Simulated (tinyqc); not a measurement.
The sixth-power law: interface roughness in a thin film (subband fluctuation and scattering).

Square well of width t, barriers V0, c = hbar^2/2m0: E1 solves k t + 2 atan[(k/mz)/(kappa/mb)] = pi, k = sqrt(mz E/c), kappa = sqrt(mb (V0 - E)/c). One interface is rough, so the subband edge fluctuates by G dt with G = |dE1/dt| (central difference of 0.01 angstrom; 2 E1/t for hard walls).

Gaussian roughness spectrum S(q) = pi D^2 Lc^2 exp(-q^2 Lc^2/4). Degenerate gas, taken to fill one subband (the second starts to fill once c kF^2/md exceeds E2 - E1, which is not tested here): kF = sqrt(2 pi Ns/gv), q = 2 kF sin(theta/2), 1/tau = (md/(2 pi c hbar)) G^2 times the integral from 0 to pi of S(q)(1 - cos theta)/eps(q)^2 dtheta, eps(q) = 1 + qs/q with screening (qs = gv md q0/(c eps), q0 = e^2/(4 pi eps0), form factors left out, which overstates the screening; other scattering is left out too, so these values lie far above measured mobilities in all but the thinnest films) or 1 without; mobility = tau c2/md with c2 = e/m0 = 1.75882e15 cm^2/(V s^2); 1e12/cm^2 = 1e-4/angstrom^2.

Constants: hbar^2/2m0 = 3.80998211 eV angstrom^2; hbar = 6.58211957e-16 eV s; e^2/(4 pi eps0) = 14.39964547 eV angstrom.

Values chosen for the exercise (near those of a thin Si channel on (100), two-fold valleys; not measured data):
```
symbol  value                         unit         meaning
mz      0.933                         m0           confinement mass
V0      3.11                          eV           barrier
mb      0.51                          m0           barrier mass
md      0.187                         m0           mass in the plane
gv      2                                          valleys
D       3.4                           angstrom     rms height of the roughness
Lc      16                            angstrom     correlation length
Ns      9.1                           x 1e12/cm^2  sheet density
eps     7.8                                        mean dielectric constant at the channel
ts      (15, 20, 24, 28, 35, 45, 59)  angstrom     thicknesses
```

Screened mobility against thickness for the finite barrier and for hard walls.

Results:
```
t (angstrom)  E1 (meV)  G (meV/angstrom)  mobility (cm^2/(V s))  the same, hard walls
15               144.2            17.191               1.47e+03                   764
20                85.5             7.867               7.04e+03              4.29e+03
24                61.0             4.742               1.94e+04              1.28e+04
28                45.7             3.074               4.61e+04              3.23e+04
45                18.5             0.791               6.96e+05              5.57e+05
59                10.9             0.360               3.35e+06              2.83e+06
```

Give the missing row, t (angstrom) = 35.

Computed row:
```
t (angstrom)  E1 (meV)  G (meV/angstrom)  mobility (cm^2/(V s))  the same, hard walls
35                29.9             1.630               1.64e+05              1.23e+05
```

With hard walls G goes as 1/t^3 and the mobility as t^6. With the finite barrier the local exponent is 5.43 at the thin end and 5.81 at the thick end, since the envelope leaks out and softens the dependence. The least value is 1.47e+03 cm^2/(V s). EF - E1 = 58 meV exceeds about 3 E1, the distance to the next subband of the ladder, from 45 angstrom on, where the one-subband formula no longer holds. The gate field, which also presses carriers to the interface, is left out. Below about 20 angstrom the effective-mass picture is itself doubtful. Up to t = 15 angstrom G D exceeds half of EF - E1, where the Born rate fails.

(tinyqc, `OMP_NUM_THREADS=1 python tinyqc.py 1250211 1250212 out.jsonl`, Intel(R) Xeon(R) Processor @ 2.30GHz, 1 thread, shared host, about 0.01 s.)
